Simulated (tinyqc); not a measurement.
Worked calculation: CIS on RHF in the sto-3g basis, frozen core, for BeH2, spin multiplicity 1. Computed by tinyqc, a small Python program that keeps every step (integrals from PySCF). Settings: charge = 0, multiplicity = 1, basis = sto-3g, method = RHF, frozen orbitals = 1, energy threshold = 1e-10, iteration cap = 68, orthogonalisation = symmetric, start = atomic densities, DIIS depth = 6. Command: `OMP_NUM_THREADS=1 python tinyqc.py 20242 20243 out.jsonl` (the two numbers bound the seeds that draw the settings). One thread of a shared host (Intel(R) Xeon(R) Processor @ 2.60GHz), about 0.07 s of CPU time with the checks. The early iterations of the SCF are left out here.

## One-electron integrals

Geometry (angstrom):
```
atom         x          y         z
Be    0.000000   0.000000  0.000000
H     0.000000   1.330000  0.000000
H     0.000000  -1.330000  0.000000
```

Basis sto-3g: exponents (1/bohr^2) and contraction coefficients of normalised primitives:
```
element  l (shell)   exponent  coefficient
Be           s (1)  30.167871     0.154329
Be           s (1)   5.495115     0.535328
Be           s (1)   1.487193     0.444635
Be           s (2)   1.314833    -0.099967
Be           s (2)   0.305539     0.399513
Be           s (2)   0.099371     0.700115
Be           p (3)   1.314833     0.155916
Be           p (3)   0.305539     0.607684
Be           p (3)   0.099371     0.391957
H            s (1)   3.425251     0.154329
H            s (1)   0.623914     0.535328
H            s (1)   0.168855     0.444635
```

Overlap, kinetic and nuclear-attraction integrals over the contracted functions; the nuclear repulsion is the sum of Za Zb / Rab.

nuclear repulsion = 3.38195962 hartree

overlap S, lower triangle:
```
           1Be 1s    1Be 2s   1Be 2px    1Be 2py   1Be 2pz     2H 1s     3H 1s
1Be 1s   1.000000
1Be 2s   0.259517  1.000000
1Be 2px  0.000000  0.000000  1.000000
1Be 2py  0.000000  0.000000  0.000000   1.000000
1Be 2pz  0.000000  0.000000  0.000000   0.000000  1.000000
2H 1s    0.071038  0.464014  0.000000   0.528692  0.000000  1.000000
3H 1s    0.071038  0.464014  0.000000  -0.528692  0.000000  0.036453  1.000000
```

kinetic energy T (hartree), lower triangle:
```
            1Be 1s    1Be 2s   1Be 2px    1Be 2py   1Be 2pz      2H 1s     3H 1s
1Be 1s    6.693975
1Be 2s   -0.033012  0.211111
1Be 2px   0.000000  0.000000  0.660592
1Be 2py   0.000000  0.000000  0.000000   0.660592
1Be 2pz   0.000000  0.000000  0.000000   0.000000  0.660592
2H 1s    -0.016480  0.070677  0.000000   0.197304  0.000000   0.760032
3H 1s    -0.016480  0.070677  0.000000  -0.197304  0.000000  -0.009535  0.760032
```

nuclear attraction V (hartree), lower triangle:
```
             1Be 1s     1Be 2s    1Be 2px    1Be 2py    1Be 2pz      2H 1s      3H 1s
1Be 1s   -15.356847
1Be 2s    -2.105757  -3.055801
1Be 2px    0.000000   0.000000  -2.958996
1Be 2py    0.000000   0.000000   0.000000  -3.194496
1Be 2pz    0.000000   0.000000   0.000000   0.000000  -2.958996
2H 1s     -0.576024  -1.381621   0.000000  -1.539951   0.000000  -3.003927
3H 1s     -0.576024  -1.381621   0.000000   1.539951   0.000000  -0.126760  -3.003927
```

core Hamiltonian H = T + V (hartree), lower triangle:
```
            1Be 1s     1Be 2s    1Be 2px    1Be 2py    1Be 2pz      2H 1s      3H 1s
1Be 1s   -8.662872
1Be 2s   -2.138769  -2.844690
1Be 2px   0.000000   0.000000  -2.298404
1Be 2py   0.000000   0.000000   0.000000  -2.533904
1Be 2pz   0.000000   0.000000   0.000000   0.000000  -2.298404
2H 1s    -0.592504  -1.310944   0.000000  -1.342647   0.000000  -2.243895
3H 1s    -0.592504  -1.310944   0.000000   1.342647   0.000000  -0.136295  -2.243895
```

## Two-electron integrals

Functions are numbered as in S; the eight-fold symmetry (ij|kl) = (ji|kl) = (kl|ij) leaves the list below.

Two-electron integrals (ij|kl) in chemists' order, unique and non-zero (hartree):
```
(11|11) 2.298831    (21|11) 0.392036    (21|21) 0.079539    (22|11) 0.570988
(22|21) 0.143041    (22|22) 0.417683    (31|31) 0.014607    (32|31) 0.021888
(32|32) 0.092265    (33|11) 0.569578    (33|21) 0.143083    (33|22) 0.417589
(33|33) 0.449859    (41|41) 0.014607    (42|41) 0.021888    (42|42) 0.092265
(43|43) 0.024249    (44|11) 0.569578    (44|21) 0.143083    (44|22) 0.417589
(44|33) 0.401360    (44|44) 0.449859    (51|51) 0.014607    (52|51) 0.021888
(52|52) 0.092265    (53|53) 0.024249    (54|54) 0.024249    (55|11) 0.569578
(55|21) 0.143083    (55|22) 0.417589    (55|33) 0.401360    (55|44) 0.401360
(55|55) 0.449859    (61|11) 0.106303    (61|21) 0.021544    (61|22) 0.039007
(61|33) 0.038721    (61|41) 0.001940    (61|42) 0.003614    (61|44) 0.039600
(61|55) 0.038721    (61|61) 0.006130    (62|11) 0.229538    (62|21) 0.058192
(62|22) 0.181693    (62|33) 0.175151    (62|41) 0.007659    (62|42) 0.044559
(62|44) 0.194615    (62|55) 0.175151    (62|61) 0.017407    (62|62) 0.112293
(63|31) 0.005691    (63|32) 0.025718    (63|43) 0.007983    (63|63) 0.011163
(64|11) 0.236537    (64|21) 0.060758    (64|22) 0.199113    (64|33) 0.187348
(64|41) 0.012581    (64|42) 0.069823    (64|44) 0.222436    (64|55) 0.187348
(64|61) 0.019118    (64|62) 0.140733    (64|64) 0.183498    (65|51) 0.005691
(65|52) 0.025718    (65|54) 0.007983    (65|65) 0.011163    (66|11) 0.393992
(66|21) 0.101760    (66|22) 0.353419    (66|33) 0.327773    (66|41) 0.016714
(66|42) 0.121689    (66|44) 0.404421    (66|55) 0.327773    (66|61) 0.031458
(66|62) 0.270621    (66|64) 0.361895    (66|66) 0.774606    (71|11) 0.106303
(71|21) 0.021544    (71|22) 0.039007    (71|33) 0.038721    (71|41) -0.001940
(71|42) -0.003614   (71|44) 0.039600    (71|55) 0.038721    (71|61) 0.005582
(71|62) 0.014682    (71|64) 0.014681    (71|66) 0.025221    (71|71) 0.006130
(72|11) 0.229538    (72|21) 0.058192    (72|22) 0.181693    (72|33) 0.175151
(72|41) -0.007659   (72|42) -0.044559   (72|44) 0.194615    (72|55) 0.175151
(72|61) 0.014682    (72|62) 0.061626    (72|64) 0.060763    (72|66) 0.110702
(72|71) 0.017407    (72|72) 0.112293    (73|31) 0.005691    (73|32) 0.025718
(73|43) -0.007983   (73|63) 0.005024    (73|73) 0.011163    (74|11) -0.236537
(74|21) -0.060758   (74|22) -0.199113   (74|33) -0.187348   (74|41) 0.012581
(74|42) 0.069823    (74|44) -0.222436   (74|55) -0.187348   (74|61) -0.014681
(74|62) -0.060763   (74|64) -0.056841   (74|66) -0.106693   (74|71) -0.019118
(74|72) -0.140733   (74|74) 0.183498    (75|51) 0.005691    (75|52) 0.025718
(75|54) -0.007983   (75|65) 0.005024    (75|75) 0.011163    (76|11) 0.023186
(76|21) 0.005728    (76|22) 0.016067    (76|33) 0.015805    (76|44) 0.016582
(76|55) 0.015805    (76|61) 0.001569    (76|62) 0.007175    (76|64) 0.007995
(76|66) 0.014350    (76|71) 0.001569    (76|72) 0.007175    (76|74) -0.007995
(76|76) 0.000630    (77|11) 0.393992    (77|21) 0.101760    (77|22) 0.353419
(77|33) 0.327773    (77|41) -0.016714   (77|42) -0.121689   (77|44) 0.404421
(77|55) 0.327773    (77|61) 0.025221    (77|62) 0.110702    (77|64) 0.106693
(77|66) 0.198890    (77|71) 0.031458    (77|72) 0.270621    (77|74) -0.361895
(77|76) 0.014350    (77|77) 0.774606
```

## Orthogonalisation

S = U s U^T; symmetric (Loewdin) form X = U s^(-1/2) U^T, so that X^T S X = 1.

eigenvalues of S: 0.233868  0.339785  0.936696  1.000000  1.000000  1.729679  1.759972

X, lower triangle:
```
            1Be 1s     1Be 2s   1Be 2px    1Be 2py   1Be 2pz      2H 1s     3H 1s
1Be 1s    1.028348
1Be 2s   -0.153090   1.266296
1Be 2px   0.000000   0.000000  1.000000
1Be 2py   0.000000   0.000000  0.000000   1.398161
1Be 2pz   0.000000   0.000000  0.000000   0.000000  1.000000
2H 1s     0.017487  -0.320417  0.000000  -0.462124  0.000000   1.318966
3H 1s     0.017487  -0.320417  0.000000   0.462124  0.000000  -0.111059  1.318966
```

## Iteration 6 (converged): orbitals

converged F (hartree), lower triangle:
```
            1Be 1s     1Be 2s   1Be 2px    1Be 2py   1Be 2pz      2H 1s      3H 1s
1Be 1s   -4.516159
1Be 2s   -1.287951  -0.634079
1Be 2px   0.000000   0.000000  0.211823
1Be 2py   0.000000   0.000000  0.000000  -0.240439
1Be 2pz   0.000000   0.000000  0.000000   0.000000  0.211823
2H 1s    -0.362658  -0.420652  0.000000  -0.335612  0.000000  -0.317241
3H 1s    -0.362658  -0.420652  0.000000   0.335612  0.000000  -0.051223  -0.317241
```

Diagonalise F' = X^T F X, C = X C', fill 3 alpha and 3 beta electrons from the bottom; D = 2 C_occ C_occ^T. Each column has its largest component positive (the first on a tie).

F' = X^T F X (hartree), lower triangle:
```
           1          2         3          4         5          6         7
1  -4.406983
2  -0.688283  -0.087344
3   0.000000   0.000000  0.211823
4   0.000000   0.000000  0.000000   0.283742
5   0.000000   0.000000  0.000000   0.000000  0.211823
6  -0.060466  -0.338390  0.000000  -0.483218  0.000000   0.109674
7  -0.060466  -0.338390  0.000000   0.483218  0.000000  -0.130786  0.109674
```

orbital energies (hartree): MO1 -4.519610, MO2 -0.457702, MO3 -0.421615, MO4 0.211823, MO5 0.211823, MO6 0.461873, MO7 0.945817

coefficients C:
```
               MO1        MO2        MO3       MO4        MO5        MO6        MO7
1Be 1s    0.991753  -0.224483   0.000000  0.000000   0.000000  -0.218133   0.000000
1Be 2s    0.031760   0.556457   0.000000  0.000000   0.000000   1.233541   0.000000
1Be 2px   0.000000   0.000000   0.000000  0.937044  -0.349212   0.000000   0.000000
1Be 2py   0.000000   0.000000   0.503496  0.000000   0.000000   0.000000   1.458926
1Be 2pz   0.000000   0.000000   0.000000  0.349212   0.937044   0.000000   0.000000
2H 1s    -0.002779   0.394465   0.404682  0.000000   0.000000  -0.822728  -1.035508
3H 1s    -0.002779   0.394465  -0.404682  0.000000   0.000000  -0.822728   1.035508
```

D after iteration 6, lower triangle:
```
            1Be 1s    1Be 2s   1Be 2px    1Be 2py   1Be 2pz      2H 1s     3H 1s
1Be 1s    2.067933
1Be 2s   -0.186835  0.621306
1Be 2px   0.000000  0.000000  0.000000
1Be 2py   0.000000  0.000000  0.000000   0.507017
1Be 2pz   0.000000  0.000000  0.000000   0.000000  0.000000
2H 1s    -0.182613  0.438830  0.000000   0.407512  0.000000   0.638757
3H 1s    -0.182613  0.438830  0.000000  -0.407512  0.000000  -0.016314  0.638757
```

Within a degenerate level the vectors are fixed only up to a rotation; this is one choice.

## Convergence

Stop when the energy changes by less than 1e-10 hartree and every element of the error matrix X^T (F D S - S D F) X is below 3e-06.

Course of the cycle:
```
iteration   E (hartree)     change  largest element of the error matrix
1          -15.41768918          -                             4.05e-01
2          -15.54570828  -1.28e-01                             9.83e-02
3          -15.55959463  -1.39e-02                             1.52e-02
4          -15.56009801  -5.03e-04                             5.20e-04
5          -15.56009838  -3.68e-07                             7.41e-06
6          -15.56009838  -8.15e-11                             7.02e-07
```

PySCF RHF in the same basis = -15.56009838 hartree

Converged in 6 iterations.

## Integrals over molecular orbitals

(pq|rs) = sum C_ip C_jq C_kr C_ls (ij|kl), one index at a time.

one-electron integrals over orbitals h = C^T H C (hartree), lower triangle:
```
           1          2          3          4          5          6          7
1  -8.651219
2   0.225379  -2.464944
3   0.000000   0.000000  -2.426967
4   0.000000   0.000000   0.000000  -2.298404
5   0.000000   0.000000   0.000000   0.000000  -2.298404
6   0.193735  -0.172393   0.000000   0.000000   0.000000  -1.915565
7   0.000000   0.000000  -0.280285   0.000000   0.000000   0.000000  -1.799683
```

Two-electron integrals over orbitals (pq|rs), unique and non-zero (hartree); the lowest 1 orbital is frozen and left out:
```
(22|22) 0.398581    (32|32) 0.164439    (33|22) 0.411922    (33|33) 0.435087
(42|42) 0.049439    (43|43) 0.014664    (44|22) 0.369254    (44|33) 0.356622
(44|44) 0.449859    (52|52) 0.049439    (53|53) 0.014664    (54|54) 0.024249
(55|22) 0.369254    (55|33) 0.356622    (55|44) 0.401360    (55|55) 0.449859
(62|22) -0.024698   (62|33) -0.047681   (62|44) 0.052252    (62|55) 0.052252
(62|62) 0.077703    (63|32) -0.094722   (63|63) 0.083461    (64|42) 0.047425
(64|64) 0.050907    (65|52) 0.047425    (65|65) 0.050907    (66|22) 0.397007
(66|33) 0.408042    (66|44) 0.367412    (66|55) 0.367412    (66|62) -0.034928
(66|66) 0.411803    (72|32) -0.044313   (72|63) 0.061218    (72|72) 0.056591
(73|22) -0.005845   (73|33) -0.021100   (73|44) 0.059228    (73|55) 0.059228
(73|62) 0.073027    (73|66) -0.026409   (73|73) 0.082419    (74|43) 0.013769
(74|74) 0.016542    (75|53) 0.013769    (75|75) 0.016542    (76|32) 0.142832
(76|63) -0.095408   (76|72) -0.055751   (76|76) 0.140740    (77|22) 0.428278
(77|33) 0.447052    (77|44) 0.391182    (77|55) 0.391182    (77|62) -0.036689
(77|66) 0.436047    (77|73) -0.011101   (77|77) 0.489020
```

## CIS matrix, singlets

A(ia,jb) = (e_a - e_i) d_ij d_ab + 2 (ia|jb) - (ij|ab).

CIS matrix A, singlet (hartree), lower triangle:
```
          2>4       2>5       2>6        2>7       3>4       3>5       3>6       3>7
2>4  0.399150
2>5  0.000000  0.399150
2>6  0.000000  0.000000  0.677974
2>7  0.000000  0.000000  0.000000   1.088425
3>4  0.000000  0.000000  0.000000   0.000000  0.306145
3>5  0.000000  0.000000  0.000000   0.000000  0.000000  0.306145
3>6  0.000000  0.000000  0.000000  -0.020397  0.000000  0.000000  0.642368
3>7  0.000000  0.000000  0.003221   0.000000  0.000000  0.000000  0.000000  1.085220
```

## CIS singlet states

dipole integrals <i|r|a> (bohr):
```
             x          y         z
2>4   0.905692   0.000000  0.337527
2>5  -0.337527   0.000000  0.905692
2>6   0.000000   0.000000  0.000000
2>7   0.000000  -0.587131  0.000000
3>4   0.000000   0.000000  0.000000
3>5   0.000000   0.000000  0.000000
3>6   0.000000  -1.121244  0.000000
3>7   0.000000   0.000000  0.000000
```

Diagonalise A (1 hartree = 27.211386 eV); each vector has its largest component positive (the first on a tie). The transition dipole is mu = sqrt2 sum c_ia <i|r|a>.

singlet excitation energies (eV): 8.330637  8.330637  10.861435  10.861435  17.454391  18.447932  29.531021  29.642871

lowest vectors:
```
      state 1    state 2   state 3    state 4   state 5    state 6
2>4  0.000000   0.000000  1.000000  -0.000006  0.000000   0.000000
2>5  0.000000   0.000000  0.000006   1.000000  0.000000   0.000000
2>6  0.000000   0.000000  0.000000   0.000000  0.000000   0.999969
2>7  0.000000   0.000000  0.000000   0.000000  0.045584   0.000000
3>4  0.078145   0.996942  0.000000   0.000000  0.000000   0.000000
3>5  0.996942  -0.078145  0.000000   0.000000  0.000000   0.000000
3>6  0.000000   0.000000  0.000000   0.000000  0.998961   0.000000
3>7  0.000000   0.000000  0.000000   0.000000  0.000000  -0.007909
```

oscillator strengths 2/3 w |mu|^2: 0.000000  0.000000  0.497183  0.497183  1.124864  0.000000

Within a degenerate level the vectors are fixed only up to a rotation; this is one choice.

## CIS matrix, triplets

A(ia,jb) = (e_a - e_i) d_ij d_ab - (ij|ab).

CIS matrix A, triplet (hartree), lower triangle:
```
          2>4       2>5        2>6        2>7       3>4       3>5       3>6       3>7
2>4  0.300272
2>5  0.000000  0.300272
2>6  0.000000  0.000000   0.522569
2>7  0.000000  0.000000   0.000000   0.975242
3>4  0.000000  0.000000   0.000000   0.000000  0.276817
3>5  0.000000  0.000000   0.000000   0.000000  0.000000  0.276817
3>6  0.000000  0.000000   0.000000  -0.142832  0.000000  0.000000  0.475447
3>7  0.000000  0.000000  -0.142832   0.000000  0.000000  0.000000  0.000000  0.920381
```

## CIS triplet states

Diagonalise A (1 hartree = 27.211386 eV); each vector has its largest component positive (the first on a tie).

triplet excitation energies (eV): 7.532564  7.532564  8.170812  8.170812  11.905195  12.968889  26.295759  27.570048

lowest vectors:
```
      state 1    state 2   state 3    state 4   state 5   state 6
2>4  0.000000   0.000000  0.021409   0.999771  0.000000  0.000000
2>5  0.000000   0.000000  0.999771  -0.021409  0.000000  0.000000
2>6  0.000000   0.000000  0.000000   0.000000  0.000000  0.951911
2>7  0.000000   0.000000  0.000000   0.000000  0.256717  0.000000
3>4  0.997972  -0.063656  0.000000   0.000000  0.000000  0.000000
3>5  0.063656   0.997972  0.000000   0.000000  0.000000  0.000000
3>6  0.000000   0.000000  0.000000   0.000000  0.966487  0.000000
3>7  0.000000   0.000000  0.000000   0.000000  0.000000  0.306374
```

Within a degenerate level the vectors are fixed only up to a rotation; this is one choice.
